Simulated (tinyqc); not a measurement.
Static screening by free carriers: one step. Fermi and screening wave vectors. Four cases, with inputs chosen for the exercise.

Problem. Also the effective Bohr radius aB = a0 eps/m and rs = (3/(4 pi n))^(1/3)/aB.

kF = (3 pi^2 n/Mv)^(1/3), EF = c kF^2/m with c = hbar^2/2m0, n in 1/angstrom^3 (1e-24 per 1/cm^3), e2 = e^2/(4 pi eps0). Thomas-Fermi: qTF^2 = 6 pi e2 n/(eps EF). Debye: qD^2 = 4 pi e2 n/(eps kB T).

Constants: hbar^2/2m0 = 3.80998211 eV angstrom^2; e^2/(4 pi eps0) = 14.39964547 eV angstrom; kB = 8.617333262e-05 eV/K; a0 (Bohr radius) = 0.5291772105 angstrom.

Case 1.

Values chosen (a free-electron density near that of Ag; the results hold for these values, not for the real material): n = 5.69e+22 1/cm^3 (carrier density); m = 1 m0 (mass of one isotropic valley); Mv = 1 (valleys); eps = 1 (background dielectric constant); T = 300 K.

Case 2.

Values chosen (a free-electron density near that of Ag; the results hold for these values, not for the real material): n = 5.73e+22 1/cm^3 (carrier density); m = 1 m0 (mass of one isotropic valley); Mv = 1 (valleys); eps = 1 (background dielectric constant); T = 300 K.

Case 3.

Values chosen (near those of GaAs; the results hold for these values, not for the real material): n = 1.3e+16 1/cm^3 (carrier density); m = 0.0699 m0 (mass of one isotropic valley); Mv = 1 (valleys); eps = 13.1 (background dielectric constant); T = 300 K.

Case 4.

Values chosen (a free-electron density near that of Na; the results hold for these values, not for the real material): n = 2.63e+22 1/cm^3 (carrier density); m = 1 m0 (mass of one isotropic valley); Mv = 1 (valleys); eps = 1 (background dielectric constant); T = 300 K.

Give: kF; EF at 0 K; EF/kT; qTF; qD; aB; rs.

Solution.

Case 1.

kF = 1.1899 1/angstrom
EF at 0 K = 5394 meV
EF/kT = 209
qTF = 1.6920 1/angstrom
qD = 19.957 1/angstrom
aB = 0.5292 angstrom
rs = 3.05

The gas is degenerate, so the Thomas-Fermi value applies. With rs above 1 exchange and correlation, left out here, are not small.

Case 2.

kF = 1.1927 1/angstrom
EF at 0 K = 5420 meV
EF/kT = 210
qTF = 1.6940 1/angstrom
qD = 20.027 1/angstrom
aB = 0.5292 angstrom
rs = 3.04

The gas is degenerate, so the Thomas-Fermi value applies. With rs above 1 exchange and correlation, left out here, are not small.

Case 3.

kF = 0.0072742 1/angstrom
EF at 0 K = 2.884 meV
EF/kT = 0.112
qTF = 0.0096639 1/angstrom
qD = 0.0026355 1/angstrom
aB = 99.17 angstrom
rs = 2.66

The gas is not degenerate, so the Debye value applies.

Case 4.

kF = 0.92001 1/angstrom
EF at 0 K = 3225 meV
EF/kT = 125
qTF = 1.4878 1/angstrom
qD = 13.568 1/angstrom
aB = 0.5292 angstrom
rs = 3.94

The gas is degenerate, so the Thomas-Fermi value applies. With rs above 1 exchange and correlation, left out here, are not small.

Computed by tinyqc, one run a case: `OMP_NUM_THREADS=1 python tinyqc.py N N+1 out.jsonl` with N = 1681478, 1681502, 1681514, 1681533; one thread of a shared Intel(R) Xeon(R) Processor @ 2.30GHz, about 0.01 s a run at most.
